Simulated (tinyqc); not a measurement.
# Nanowire ballistic transistor, top-of-the-barrier model: effects of single changes

At the top of the source barrier, states moving towards the drain are filled by the source (Fermi level 0) and states moving back by the drain (Fermi level -q Vd); nothing scatters. U is the shift of the band edge there, set by the capacitances CG, CD and CS (the total) and by the charge. Parabolic one-dimensional subband; the source is grounded.

Inputs (values chosen for the exercise); mass and valleys close to those of indium arsenide: temperature T = 200 K; effective mass m = 0.0299 m0; valley degeneracy gv = 1; relative permittivity of the gate insulator eox = 9; insulator thickness tox = 3.3 nm; wire diameter d = 4 nm; gate control CG/CS aG = 0.78; drain control CD/CS aD = 0.11; band edge at the barrier top above the source Fermi level at zero bias E0 = 0.16 eV.

Constants: q = 1.602176634e-19 C, kB = 1.380649e-23 J/K, hbar = 1.054571817e-34 J s, h = 6.62607015e-34 J s, m0 = 9.1093837015e-31 kg, Vt = kB T/q, eps0 = 8.8541878128e-14 F/cm where lengths are in cm. Results are converted to the units shown.

Each table varies one quantity; the others keep the values above.

## Output curve

N0 = gv sqrt(2 m kB T/pi)/hbar, CG = 2 pi eps0 eox/ln(1 + 2 tox/d), CS = CG/aG, n0 = n at U = 0 and Vd = 0. eta1 = -(E0 + U)/Vt, eta2 = eta1 - Vd/Vt, n = (N0/2)[F_(-1/2)(eta1) + F_(-1/2)(eta2)], F_(-1/2)(x) = (1/sqrt(pi)) int_0^infinity u^(-1/2)/(1 + exp(u - x)) du. U = UL + q (n - n0)/CS with UL = -(aG Vg + aD Vd), energies in eV. I = gv (2 q^2/h) Vt [ln(1 + exp eta1) - ln(1 + exp eta2)]. CQ = (q/Vt) dn/d(eta1).

In this table Vg = 0.7 V.

Output curve:

| Vd (V) | eta1 | n (cm^-1) | I (uA) | mean velocity I/(q n) (cm/s) | CQ/CS |
|---|---|---|---|---|---|
| 0.01 | 18.06 | 3.117e6 | 0.7748 | 1.552e6 | 0.1245 |
| 0.025 | 18.20 | 3.090e6 | 1.937 | 3.913e6 | 0.1256 |
| 0.05 | 18.42 | 3.043e6 | 3.874 | 7.947e6 | 0.1278 |
| 0.1 | 18.88 | 2.942e6 | 7.748 | 1.644e7 | 0.1331 |
| 0.15 | 19.36 | 2.831e6 | 11.62 | 2.563e7 | 0.1406 |
| 0.2 | 19.86 | 2.704e6 | 15.50 | 3.576e7 | 0.1518 |
| 0.3 | 20.97 | 2.366e6 | 23.21 | 6.123e7 | 0.2093 |
| 0.4 | 22.33 | 1.854e6 | 29.36 | 9.881e7 | 0.1736 |
| 0.6 | 23.69 | 1.800e6 | 31.63 | 1.097e8 | 0.05380 |
| 0.8 | 24.90 | 1.846e6 | 33.25 | 1.124e8 | 0.05246 |

The current rises from 0.775 to 33.2 uA; n goes from 3.12e6 through a minimum of 1.80e6 (at Vd = 0.6 V among the rows listed) to 1.85e6 cm^-1 and eta1 rises from 18.1 to 24.9. The resistance in the first row is 12.9 kohm, against h/(2 q^2 gv) = 12.9 kohm for one open subband, though nothing scatters in the channel. The current passes 90 % of its last value at Vd = 0.6 V among the rows, where eta2 = -11; returning states are gone from Vd = 0.6 V on (eta2 < -7), and from there the drain control aD lifts eta1 from 23.7 to 24.9. In every row the source Fermi level lies over 0.3 eV above the band edge, where a light band is no longer parabolic.

## Effect of the insulator thickness

Same model as above.

CQ = (q/Vt) dn/d(eta1). E0 is held fixed.

In this table Vg = 0.7 V, Vd = 0.7 V.

Result of one run:

| tox (nm) | eta1 | n (cm^-1) | I (uA) | mean velocity I/(q n) (cm/s) | CQ/CS |
|---|---|---|---|---|---|
| 5.4 | 23.47 | 1.792e6 | 31.34 | 1.092e8 | 0.07256 |

What becomes of these results when the insulator thickness tox is changed from 5.4 to 2.4 nm, all else the same?

Result of the changed run:

| tox (nm) | eta1 | n (cm^-1) | I (uA) | mean velocity I/(q n) (cm/s) | CQ/CS |
|---|---|---|---|---|---|
| 2.4 | 24.76 | 1.841e6 | 33.07 | 1.121e8 | 0.04256 |

The whole series:

| tox (nm) | eta1 | n (cm^-1) | I (uA) | mean velocity I/(q n) (cm/s) | CQ/CS |
|---|---|---|---|---|---|
| 0.5 | 26.25 | 1.896e6 | 35.06 | 1.154e8 | 0.01170 |
| 0.74 | 26.00 | 1.887e6 | 34.73 | 1.149e8 | 0.01658 |
| 1.1 | 25.67 | 1.875e6 | 34.28 | 1.142e8 | 0.02323 |
| 1.6 | 25.28 | 1.860e6 | 33.76 | 1.133e8 | 0.03140 |
| 2.4 | 24.76 | 1.841e6 | 33.07 | 1.121e8 | 0.04256 |
| 3.6 | 24.15 | 1.818e6 | 32.25 | 1.107e8 | 0.05628 |
| 5.4 | 23.47 | 1.792e6 | 31.34 | 1.092e8 | 0.07256 |
| 8 | 22.75 | 1.764e6 | 30.38 | 1.075e8 | 0.09067 |

As tox goes from 0.5 to 8 nm, n falls from 1.90e6 to 1.76e6 cm^-1, the mean velocity falls from 1.15e8 to 1.07e8 cm/s and the current falls from 35.1 to 30.4 uA. CQ/CS goes from 0.012 to 0.091. Over the range the current goes as tox^(-0.05) on average. In every row the source Fermi level lies over 0.3 eV above the band edge, where a light band is no longer parabolic. For tox = 0.5 to 0.74 nm the insulator is under 1 nm thick, where gate tunnelling would matter.

## Effect of the band edge at the barrier top above the source Fermi level at zero bias

Same model as above.

CQ = (q/Vt) dn/d(eta1).

In this table Vg = 0.7 V, Vd = 0.7 V.

Effect of the band edge at the barrier top above the source Fermi level at zero bias:

| E0 (eV) | eta1 | n (cm^-1) | I (uA) | mean velocity I/(q n) (cm/s) | CQ/CS |
|---|---|---|---|---|---|
| 0.1 | 27.60 | 1.944e6 | 36.86 | 1.184e8 | 0.04980 |
| 0.15 | 24.84 | 1.844e6 | 33.17 | 1.123e8 | 0.05252 |
| 0.2 | 22.09 | 1.738e6 | 29.50 | 1.059e8 | 0.05573 |
| 0.25 | 19.35 | 1.626e6 | 25.83 | 9.914e7 | 0.05959 |
| 0.3 | 16.61 | 1.507e6 | 22.19 | 9.191e7 | 0.06439 |
| 0.35 | 13.90 | 1.377e6 | 18.56 | 8.411e7 | 0.07055 |
| 0.4 | 11.20 | 1.234e6 | 14.95 | 7.560e7 | 0.07892 |
| 0.45 | 8.522 | 1.074e6 | 11.38 | 6.613e7 | 0.09132 |

As E0 goes from 0.1 to 0.45 eV, n falls from 1.94e6 to 1.07e6 cm^-1, the mean velocity falls from 1.18e8 to 6.61e7 cm/s and the current falls from 36.9 to 11.4 uA. CQ/CS goes from 0.050 to 0.091. For E0 = 0.1 to 0.25 eV the source Fermi level lies over 0.3 eV above the band edge, where a light band is no longer parabolic.

Program tinyqc, `OMP_NUM_THREADS=1 python tinyqc.py 2400070 2400071 out.jsonl`; Intel Xeon 2.30GHz, shared host, one thread, about 0.03 s.
